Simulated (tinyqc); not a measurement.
Finnis-Sinclair potential for a bcc metal: fit to cohesion and elasticity, then vacancy, surfaces and structure: one step, computed by the program tinyqc. Command: `OMP_NUM_THREADS=1 python tinyqc.py 3111006 3111007 out.jsonl fsfit walk`. One thread of a shared host (Intel(R) Xeon(R) Processor @ 2.30GHz), about 0.01 s of CPU time with the checks.

E = (1/2) sum V(r) - A sqrt(rho), rho = sum phi(r), phi = (r - d)^2 for r < d, V = (r - c)^2 (c0 + c1 r + c2 r^2) for r < c. In bcc the 8 first neighbours lie at sqrt(3) a/2 and the 6 second at a; both cut-offs lie below the third shell; Omega = a^3/2; E is per atom and z the number of atoms in a shell. The four constants A, c0, c1, c2 are fitted to E_c, zero pressure, B and C12 - C44 alone, so C44 and C11 - C12 are not matched singly; defects are unrelaxed.

Question. Unrelaxed vacancy. E_v = -A sum_shells z [sqrt(rho - phi(r)) - sqrt(rho)] - (1/2) sum z V(r): the neighbours lose one bond each, and the atom is put back in the bulk.

Inputs (values chosen for the exercise, modelled on tantalum):

| quantity | value | unit |
|---|---|---|
| lattice constant a | 3.306 | angstrom |
| cohesive energy E_c | 8.13 | eV |
| density cut-off d/a | 1.256 | - |
| pair cut-off c/a | 1.273 | - |

c0, c1, c2 (eV/angstrom^2, eV/angstrom^3, eV/angstrom^4): 3.560656  -1.675166  0.208569

A = 2.932801 eV/angstrom

rho = 17.59516 angstrom^2

Give: V at the two shells; phi at the two shells; vacancy energy E_v; E_v/E_c.

Answer.

V at the two shells (eV): 0.8584  0.2461

phi at the two shells (angstrom^2): 1.662  0.716

vacancy energy E_v = 2.110 eV

E_v/E_c = 0.2595

A pair potential would give E_v = E_c; the square root lowers the ratio to 0.26.
